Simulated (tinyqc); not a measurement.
Gaussian against the exact two-step profile: two-step dopant diffusion (predeposition and drive-in) with a constant diffusivity. Computed by tinyqc, a small Python program. Command: `OMP_NUM_THREADS=1 python tinyqc.py 3002555 3002556 out.jsonl dopdiff walk`. One thread of a shared host (Intel(R) Xeon(R) Processor @ 2.30GHz), about 0.06 s of CPU time with the checks.

Fick diffusion into a half space x > 0 whose background doping C_B is of the opposite type, so that a junction lies where C = C_B.

Inputs (values chosen for the exercise, modelled on aluminium in silicon):
```
quantity                        value    unit
prefactor D0                     1.13  cm^2/s
activation energy E              3.38      eV
surface concentration C_s     2.9e+18  1/cm^3
background doping C_B         2.8e+15  1/cm^3
predeposition temperature T1     1025       C
predeposition time t1              20     min
drive-in temperature T2          1125       C
drive-in time t2                  240     min
ramp rate                          10   C/min
stand-by temperature              700       C
```

Furnace ramps of the drive-in: linear ramps.

Constants: k_B = 8.617333262e-05 eV/K.

Method:
- D = D0 exp(-E/(k_B T)).
- Temperatures in kelvin are T(C) + 273.15.
- Times in seconds are 60 times the minutes.
- One ramp between the stand-by temperature and T2 adds int D dT / rate (40-point Gauss-Legendre); the usual estimate counts it as an extra time k_B T2^2/(E rate) at T2. (Dt)2 = D2 t2 + two ramps, times in seconds.
- C = C_s erfc(x/(2 sqrt(D1 t1))); dose Q = 2 C_s sqrt(D1 t1/pi); the junction solves erfc(z) = C_B/C_s with x_j = 2 z sqrt(D1 t1).
- With a sealed surface and a thin source, C = Q/sqrt(pi (Dt)2) exp(-x^2/(4 (Dt)2)); x_j = 2 sqrt((Dt)2 ln(C(0)/C_B)); gradient at the junction |dC/dx| = C_B x_j/(2 (Dt)2).
- Exact two-step profile: C = (2 C_s/pi) int_0^alpha exp(-beta (1 + u^2))/(1 + u^2) du with alpha = sqrt(D1 t1/(Dt)2), beta = x^2/(4 (D1 t1 + (Dt)2)).
- The integral takes 48 Gauss-Legendre points; solve C(x) = C_B.
- Gaussian: C = Q/sqrt(pi (Dt)2) exp(-x^2/(4 (Dt)2)).
- Depths are fractions of the Gaussian x_j.

surface concentration C(0) (Gaussian) = 1.77478e+17 1/cm^3

junction depth x_j = 4.28774 um

drive-in budget (Dt)2 = 1.10772e-08 cm^2

product D1 t1 = 1.02368e-10 cm^2

exact junction depth = 4.29934 um

Profiles:
```
x/x_j  x (um)  Gaussian (1/cm^3)  exact (1/cm^3)   ratio
0.0    0.0000         1.7748e+17      1.7693e+17  1.0031
0.2    0.8575         1.5034e+17      1.5003e+17  1.0021
0.4    1.7151         9.1375e+16      9.1466e+16  0.9990
0.6    2.5726         3.9850e+16      4.0093e+16  0.9939
0.8    3.4302         1.2470e+16      1.2636e+16  0.9869
1.0    4.2877         2.8000e+15      2.8633e+15  0.9779
1.2    5.1453         4.5111e+14      4.6652e+14  0.9670
```

What follows from these numbers?

With D1 t1/(Dt)2 = 0.0092, the Gaussian is 0.31 % high at the surface and 2.2 % low at its own junction; the exact junction lies at 4.299 um, 0.27 % deeper. The dose is the same, but the real source already has a width, which is negligible here.
